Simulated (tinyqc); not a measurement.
What each parameter does: zigzag graphene nanoribbon in tight binding.

A zigzag ribbon of N chains, sites A1, B1, A2, ..., BN across it. For each k it is a chain with bonds -2t cos(k/2) (A_n to B_n) and -t (B_n to A_(n+1)), and +D, -D on A and B. A1 and BN are the edge sites; the Dirac points project to k = 2 pi/3.

Values chosen for the exercise (near those used for graphene; the results hold for these values, not for the real material): t = 2.93 eV (hopping); N = 4 (zigzag chains); D = 0 eV (sublattice potential, +D on A and -D on B); k = 2.79 (k times the period sqrt3 acc).

The two lowest positive levels at k and the weight on the two edge sites per state of the middle pair.

One parameter was then changed.

Results before and after:
```
case,lowest (eV),next (eV),edge weight
base,0.0385,2.3991,0.8788
changed,0.0946,2.3490,0.8058
```

Which of these changes was made? (a) k = 2.69; (b) N = 5; (c) t = 3.077 eV; (d) D = 0.1 eV.
Answer: (a) k = 2.69. Of the candidates, run in turn, only this one gives the changed row.

All candidates:
```
case,lowest (eV),next (eV),edge weight
base,0.0385,2.3991,0.8788
t = 3.077 eV,0.0405,2.5194,0.8788
N = 5,0.0135,2.2346,0.8778
D = 0.1 eV,0.1072,2.4011,0.8788
k = 2.69,0.0946,2.3490,0.8058
```

Program tinyqc; command `OMP_NUM_THREADS=1 python tinyqc.py 1480995 1480996 out.jsonl`; about 0.01 s on one thread of a shared Intel(R) Xeon(R) Processor @ 2.30GHz.
